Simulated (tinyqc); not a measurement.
# Off-state leakage of single and stacked transistors: effects of single changes

n-channel devices of unit width. Subthreshold current I(Vg, Vs, Vd) = I0 (T/300 K)^0.5 exp[(Vg - Vs - VT(T) - gb (Vs - Vb) + dd (Vd - Vs))/(nf Vt)] (1 - exp(-(Vd - Vs)/Vt)), VT(T) = VT - cT (T - 300 K). Gate-edge tunnelling Ig (Vd/1 V) exp(ag (Vd - 1 V)), for a gate at 0 V, and band-to-band leakage Ab u exp(-Bb/u), u = Vd - Vb + 1 V, flow at a drain held at V; both are taken as independent of T. In a stack of off transistors (all gates at 0 V) the same subthreshold current passes through each.

Inputs (values chosen for the exercise); values of the order met in bulk silicon logic transistors:

| symbol | value | unit | meaning |
|---|---|---|---|
| T | 378 | K | temperature |
| V | 0.8 | V | supply voltage |
| VT | 0.37 | V | threshold at 300 K, zero drain and body bias |
| cT | 0.7 | mV/K | fall of the threshold with temperature |
| I0 | 0.14 | uA/um | current at threshold at 300 K |
| nf | 1.47 |  | slope factor |
| dd | 0.07 |  | drain-induced lowering per volt |
| gb | 0.16 |  | rise of the threshold per volt of source-body bias |
| Ig | 0.0003 | uA/um | gate-edge tunnelling current at 1 V |
| ag | 4.1 | 1/V | exponential slope of the gate current |
| Ab | 100 | uA/(um V) | prefactor of band-to-band leakage at the drain |
| Bb | 30 | V | its exponential voltage |
| Vb | 0 | V | body voltage |

Constants: q = 1.602176634e-19 C, kB = 1.380649e-23 J/K, Vt = kB T/q. Results are converted to the units shown.

Each table varies one quantity; the others keep the values above.

## Subthreshold current against the height of the stack

All n gates at 0 V, bottom source at 0 V, top drain at V; node voltages follow from equal currents.

Subthreshold current against the height of the stack:
columns A: n; B: I (nA/um); C: reduction factor; D: drain voltage of the bottom device (mV); E: source voltage of the top device (mV); F: voltage across the top device (V)
```
A         B       C       D       E        F
1   0.69756  1.0000  800.00       0  0.80000
2   0.18557  3.7590  51.548  51.548  0.74845
3   0.10875  6.4143  21.704  72.351  0.72765
4  0.077224  9.0330  13.997  85.679  0.71432
5  0.059964  11.633  10.371  95.527  0.70447
6  0.049049  14.222  8.2494  103.35  0.69665
```

The second transistor cuts the current by a factor of 3.76, the third by a further 1.71 and the sixth by 1.22. The top device keeps 87.1 % of the supply at n = 6, while the drain voltage of the bottom one falls to 0.253 Vt.

## Leakage components against the supply voltage

Same model as above.

One transistor with Vg = Vs = 0, Vd = V; stack factor I(one)/I(two in series).

Leakage components against the supply voltage:
```
V (V)  subthreshold (nA/um)  gate edge (nA/um)  band-to-band (nA/um)  total (nA/um)  stack factor  largest part
0.5                 0.44990           0.019310             3.0917e-4        0.46952        2.7789  subthreshold
0.6                 0.52072           0.034916             0.0011511        0.55679        3.0597  subthreshold
0.7                 0.60269           0.061381             0.0036849        0.66776        3.3842  subthreshold
0.8                 0.69756            0.10570              0.010400        0.81366        3.7590  subthreshold
0.9                 0.80737            0.17919              0.026392         1.0129        4.1915  subthreshold
1                   0.93446            0.30000              0.061180         1.2956        4.6905  subthreshold
1.1                  1.0816            0.49725               0.13122         1.7100        5.2659  subthreshold
1.2                  1.2518            0.81738               0.26316         2.3324        5.9291  subthreshold
1.3                  1.4489             1.3343               0.49776         3.2809        6.6932  subthreshold
1.4                  1.6769             2.1652               0.89440         4.7365        7.5730     gate edge
```

Read the table: what changes, and by how much?

As V goes from 0.5 to 1.4, the total leakage rises from 0.470 to 4.74 nA/um. The subthreshold part leads at V = 0.5, the gate edge part from 1.4 on. The reduction by a stack of two rises from 2.78 to 7.57, for the subthreshold part alone.

tinyqc, about 0.03 s, one thread, Intel Xeon 2.30GHz (shared host): `OMP_NUM_THREADS=1 python tinyqc.py 2242273 2242274 out.jsonl`
